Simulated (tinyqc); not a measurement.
Gate work function from the charge.

Question. For an undoped double gate, Q = 8 eps0 eps_r Vt beta tan(beta)/ts with 0 < beta < pi/2, and at the source (Vg - dphi)/(2 Vt) - ln[(2/ts) sqrt(2 eps0 eps_r Vt/(q ni))] = ln(beta) - ln(cos beta) + 2 r beta tan(beta), r = eps_r tox/(eox ts). Find beta and dphi.

Values chosen for this exercise; material values close to those of silicon: temperature T = 300 K; relative permittivity of the semiconductor eps_r = 11.5; relative permittivity of the gate insulator eox = 23; insulator thickness tox = 12 nm; body thickness ts = 10 nm; gate voltage Vg = 1.25 V.

Constants: q = 1.602176634e-19 C, kB = 1.380649e-23 J/K, Vt = kB T/q, eps0 = 8.8541878128e-14 F/cm where lengths are in cm. Results are converted to the units shown.

Qs = 1573.1954 nC/cm^2
ni = 1.5685887e10 cm^-3

Solution. beta tan(beta) rises from 0 without bound on the interval, so the charge fixes beta; the second relation is then explicit in dphi. At this charge the surface density passes 0.3 Nc, so the classical Boltzmann model is only formal.

beta = 1.39
dphi = 0.210 V

Numbers from tinyqc (`OMP_NUM_THREADS=1 python tinyqc.py 2440163 2440164 out.jsonl`; about 0.03 s on one thread of a shared Intel Xeon 2.30GHz).
